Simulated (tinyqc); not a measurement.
Tight binding, kagome lattice, step by step. One step of it, computed by the program tinyqc.

Problem. Bloch Hamiltonian at k. H_AB = -t1 - t2 exp(-i k.a1), H_AC = -t1 - t2 exp(-i k.a2), H_BC = -t1 - t2 exp(i k.(a1 - a2)), H_CC = delta.

Parameters chosen for this model:
```
parameter     value                unit
t1         1.420000    eV, up triangles
t2         1.480000  eV, down triangles
delta             0        eV on site C
```

k point k (fractions of the reciprocal vectors): -0.380000  0.200000

Give: H(k) at k.

Solution.

H(k) at k (eV), lower triangle (Hermitian):
```
                 A                B       C
A           0.0000
B  -0.3411+1.0131i           0.0000
C  -1.8773-1.4076i  -0.1231+0.7130i  0.0000
```
